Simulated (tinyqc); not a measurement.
Hueckel theory of the pi electrons, for the molecule C=CC1=C(C=O)C=CC=CC1=C (SMILES; centres numbered as the heavy atoms are written), step by step. Computed by tinyqc, a small Python program that keeps every step. Settings: charge = 0. Command: `OMP_NUM_THREADS=1 python tinyqc.py 25954 25955 out.jsonl` (the two numbers bound the seeds that draw the settings). One thread of a shared host (Intel(R) Xeon(R) Processor @ 2.60GHz), about 0.01 s of CPU time with the checks.

## The Hueckel matrix

Centres:
```
centre  z_r, pi electrons of the neutral centre         h
1C                                            1  0.000000
2C                                            1  0.000000
3C                                            1  0.000000
4C                                            1  0.000000
5C                                            1  0.000000
6O                                            1  1.000000
7C                                            1  0.000000
8C                                            1  0.000000
9C                                            1  0.000000
10C                                           1  0.000000
11C                                           1  0.000000
12C                                           1  0.000000
```

Bonds:
```
i    j  k
1    2  1
2    3  1
3    4  1
4    5  1
5    6  1
4    7  1
7    8  1
8    9  1
9   10  1
10  11  1
11  12  1
11   3  1
```

H_rr = alpha + h_r beta, H_rs = k_rs beta for bonded centres.

Hueckel matrix in units of beta (H = alpha + beta A):
```
           1C        2C        3C        4C        5C        6O        7C        8C
1C   0.000000  1.000000  0.000000  0.000000  0.000000  0.000000  0.000000  0.000000
2C   1.000000  0.000000  1.000000  0.000000  0.000000  0.000000  0.000000  0.000000
3C   0.000000  1.000000  0.000000  1.000000  0.000000  0.000000  0.000000  0.000000
4C   0.000000  0.000000  1.000000  0.000000  1.000000  0.000000  1.000000  0.000000
5C   0.000000  0.000000  0.000000  1.000000  0.000000  1.000000  0.000000  0.000000
6O   0.000000  0.000000  0.000000  0.000000  1.000000  1.000000  0.000000  0.000000
7C   0.000000  0.000000  0.000000  1.000000  0.000000  0.000000  0.000000  1.000000
8C   0.000000  0.000000  0.000000  0.000000  0.000000  0.000000  1.000000  0.000000
9C   0.000000  0.000000  0.000000  0.000000  0.000000  0.000000  0.000000  1.000000
10C  0.000000  0.000000  0.000000  0.000000  0.000000  0.000000  0.000000  0.000000
11C  0.000000  0.000000  1.000000  0.000000  0.000000  0.000000  0.000000  0.000000
12C  0.000000  0.000000  0.000000  0.000000  0.000000  0.000000  0.000000  0.000000

           9C       10C       11C       12C
1C   0.000000  0.000000  0.000000  0.000000
2C   0.000000  0.000000  0.000000  0.000000
3C   0.000000  0.000000  1.000000  0.000000
4C   0.000000  0.000000  0.000000  0.000000
5C   0.000000  0.000000  0.000000  0.000000
6O   0.000000  0.000000  0.000000  0.000000
7C   0.000000  0.000000  0.000000  0.000000
8C   1.000000  0.000000  0.000000  0.000000
9C   0.000000  1.000000  0.000000  0.000000
10C  1.000000  0.000000  1.000000  0.000000
11C  0.000000  1.000000  0.000000  1.000000
12C  0.000000  0.000000  1.000000  0.000000
```

## Orbitals

pi electrons, sum of z_r less the charge = 12

Diagonalise; E = alpha + x beta with beta < 0, so the largest x are filled first; degenerate levels share their electrons. P = sum n_i c_ri c_si; each orbital has its largest coefficient positive (the first on a tie).

x values: [2.313558, 1.791449, 1.548018, 1.315205, 0.905898, 0.235922, -0.198295, -0.508059, -1.088725, -1.204732, -1.889985, -2.220255]

occupations: [2.000000, 2.000000, 2.000000, 2.000000, 2.000000, 2.000000, 0.000000, 0.000000, 0.000000, 0.000000, 0.000000, 0.000000]

coefficients:
```
          MO1        MO2        MO3        MO4        MO5        MO6        MO7        MO8
1C   0.105831  -0.056099  -0.244913  -0.200928   0.515878   0.218087   0.504664   0.156070
2C   0.244845  -0.100499  -0.379130  -0.264262   0.467333   0.051452  -0.100073  -0.079293
3C   0.460633  -0.123940  -0.341987  -0.146630  -0.092522  -0.205949  -0.484820  -0.115785
4C   0.444461   0.245671  -0.001271  -0.285918  -0.336178  -0.244228   0.243670  -0.054357
5C   0.286330   0.465335   0.004593   0.153940  -0.029150  -0.158108   0.382994  -0.350585
6O   0.217980   0.587953   0.008381   0.488381   0.309771   0.206927  -0.319616   0.232474
7C   0.281322   0.098712   0.335427  -0.383351  -0.182871   0.306438   0.053507   0.493986
8C   0.206395  -0.068834   0.520518  -0.218267   0.170515   0.316523  -0.254280  -0.196617
9C   0.196184  -0.222024   0.470344   0.096285   0.337340  -0.231763  -0.003084  -0.394093
10C  0.247489  -0.328911   0.207583   0.344902   0.135081  -0.371201   0.254892   0.396840
11C  0.376396  -0.367203  -0.149001   0.357331  -0.214971   0.144188  -0.047460   0.192475
12C  0.162691  -0.204976  -0.096253   0.271693  -0.237301   0.611167   0.239339  -0.378843

           MO9       MO10       MO11       MO12
1C    0.192678  -0.486728  -0.011453   0.135656
2C   -0.209773   0.586377   0.021647  -0.301191
3C    0.035708  -0.219699  -0.029458   0.533066
4C   -0.249220  -0.262686  -0.292185  -0.457024
5C    0.408581   0.349706   0.189243   0.239315
6O   -0.195613  -0.158616  -0.065482  -0.074315
7C   -0.172957   0.186459   0.392439   0.242330
8C    0.437523   0.038053  -0.449520  -0.081011
9C   -0.303385  -0.232303   0.457146  -0.062466
10C  -0.107220   0.241809  -0.414480   0.219701
11C   0.420118  -0.059013   0.326214  -0.425326
12C  -0.385881   0.048984  -0.172601   0.191566
```

charge and bond-order matrix P:
```
            1C         2C         3C         4C         5C         6O         7C         8C
1C    0.856788   0.859619   0.152553  -0.271347  -0.154755   0.189670  -0.016797   0.198147
2C    0.859619   1.009341   0.479622  -0.018998  -0.081677   0.034915  -0.073200   0.027523
3C    0.152553   0.479622   0.833949   0.596092   0.170672  -0.236432   0.025321  -0.246732
4C   -0.271347  -0.018998   0.596092   1.024626   0.491951  -0.105993   0.490209   0.003884
5C   -0.154755  -0.081677   0.170672   0.491951   0.696176   0.738966   0.051786  -0.118317
6O    0.189670   0.034915  -0.236432  -0.105993   0.738966   1.541134  -0.116576   0.041203
7C   -0.016797  -0.073200   0.025321   0.490209   0.051786  -0.116576   0.951403   0.750699
8C    0.198147   0.027523  -0.246732   0.003884  -0.118317   0.041203   0.750699   0.990357
9C    0.044319   0.024615  -0.081127  -0.104559  -0.006699   0.039461   0.042837   0.527488
10C  -0.173532  -0.064330   0.194307  -0.048872   0.053219  -0.008441  -0.327771   0.024060
11C  -0.108649  -0.003840   0.415292   0.024314  -0.050613   0.005317  -0.067649  -0.087212
12C   0.017138  -0.108649  -0.020979  -0.250190  -0.194259   0.199577   0.239552   0.182541

            9C        10C        11C        12C
1C    0.044319  -0.173532  -0.108649   0.017138
2C    0.024615  -0.064330  -0.003840  -0.108649
3C   -0.081127   0.194307   0.415292  -0.020979
4C   -0.104559  -0.048872   0.024314  -0.250190
5C   -0.006699   0.053219  -0.050613  -0.194259
6O    0.039461  -0.008441   0.005317   0.199577
7C    0.042837  -0.327771  -0.067649   0.239552
8C    0.527488   0.024060  -0.087212   0.182541
9C    0.971580   0.768047   0.027518  -0.326764
10C   0.768047   0.975038   0.447368  -0.155023
11C   0.027518   0.447368   0.986803   0.774132
12C  -0.326764  -0.155023   0.774132   1.162805
```

## Energy, charges, bond orders

E = sum n x; q_r = z_r - P_rr; bond order p = P_rs; free valence = sqrt(3) - sum of p over the bonds of the atom.

pi energy = 12 alpha + this times beta = 16.220103

pi charges: 1C 0.143212, 2C -0.009341, 3C 0.166051, 4C -0.024626, 5C 0.303824, 6O -0.541134, 7C 0.048597, 8C 0.009643, 9C 0.028420, 10C 0.024962, 11C 0.013197, 12C -0.162805

Bond orders and lengths from R = 1.517 - 0.180 p (angstrom, C-C alone):
```
bond          p         R
1-2    0.859619  1.362269
2-3    0.479622  1.430668
3-4    0.596092  1.409703
4-5    0.491951  1.428449
5-6    0.738966         -
4-7    0.490209  1.428762
7-8    0.750699  1.381874
8-9    0.527488  1.422052
9-10   0.768047  1.378752
10-11  0.447368  1.436474
11-12  0.774132  1.377656
11-3   0.415292  1.442247
```

free valence of the carbons: 1C 0.872432, 2C 0.392810, 3C 0.241044, 4C 0.153799, 5C 0.501135, 7C 0.491142, 8C 0.453864, 9C 0.436517, 10C 0.516636, 11C 0.095259, 12C 0.957919

gap between the highest filled and the next level = 0.434218 |beta|
